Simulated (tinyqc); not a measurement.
Electrons shared among three sets of ellipsoidal valleys, step by step. Values are carried at full precision from step to step, so a last printed digit may differ when a step is redone from the rounded ones.

Constants: hbar^2/2m0 = 3.80998211 eV angstrom^2; kB = 8.617333262e-05 eV/K.

Inputs chosen for the exercise (masses and offsets near those of InP; mobilities are free inputs, held fixed; shifted at random, so the results belong to these values and not to a real crystal): ml = (0.083, 1.815, 1.315) m0 (longitudinal masses of Gamma, L, X); mt = (0.083, 0.1237, 0.2695) m0 (transverse masses); M = (1, 4, 3) (valleys in each set); T = 77 K; dE = (0, 0.499, 0.927) eV (edges of Gamma, L, X above the first); n = 3.3e+19 1/cm^3 (total electron density); mu = (5800, 480, 230) cm^2/(V s) (mobility of each set).

## Masses of each set

One valley: m_d = (ml mt^2)^(1/3). Whole set: m_de = M^(2/3) m_d. Mean over three axes: 1/m_c = (1/ml + 2/mt)/3. Anisotropy K = ml/mt.

m_d, m_de, m_c (m0) and K of each set:
```
set       m_d    m_de     m_c      K
Gamma  0.0830  0.0830  0.0830   1.00
L      0.3028  0.7631  0.1794  14.67
X      0.4571  0.9508  0.3667   4.88
```

m_de/m_c is 1.00 for Gamma, 4.25 for L, 2.59 for X: many anisotropic valleys give many states at a light conductivity mass. m_c is the mean over three axes; a set that holds only some of the equivalent valleys conducts with a mass that depends on direction.

## Effective densities of states

N_i = M_i times N = 2 (m kB T/(4 pi c))^(3/2) with c = hbar^2/2m0, in 1/angstrom^3; times 1e24 for 1/cm^3, with m = (ml mt^2)^(1/3).

kT = 0.006635 eV

N_i (1/cm^3): Gamma 7.8027e+16, L 2.1752e+18, X 3.0253e+18

## Fermi level and populations

F_j(eta) = (1/Gamma(j + 1)) integral_0^infinity x^j dx/(1 + exp(x - eta)), which tends to exp(eta) for eta << 0.

Solve n = sum_i N_i F_1/2((EF - dE_i)/kT), energies from the edge of the first set.

EF = 0.4519 eV

eta_i: Gamma 68.10, L -7.10, X -71.60

n_i (1/cm^3): Gamma 3.30e+19, L 1.80e+15, X 2.42e-13

shares: Gamma 0.9999, L 0.0001, X 0.0000

Gamma holds most electrons (100.0 %). Boltzmann weights N_i exp(-dE_i/kT) would give L a share of 0.0000.

## Drift and Hall mobility of the mixture

With f_i the shares, mu_drift = sum f_i mu_i; low-field Hall mobility mu_H = sum f_i mu_i^2/mu_drift (scattering and anisotropy factors set to 1); the Hall density is n mu_drift/mu_H; rho = 1/(e n mu_drift), e = 1.602176634e-19 C.

mu_drift = 5800 cm^2/(V s)
mu_H = 5800 cm^2/(V s)
Hall density = 3.30e+19 1/cm^3
rho = 3.26e-05 ohm cm

A Hall measurement would read 100.0 % of the true density. The mobilities are of the size met in pure crystals; at this density impurities would cut them and raise rho, by a factor of two to ten or more depending on crystal and density.

## Checks

- Share of L at n = 1e10 1/cm^3 against the Boltzmann weight: both 6.094e-32.

Program tinyqc; command `OMP_NUM_THREADS=1 python tinyqc.py 1652048 1652049 out.jsonl`; about 0.01 s on one thread of a shared Intel(R) Xeon(R) Processor @ 2.30GHz.
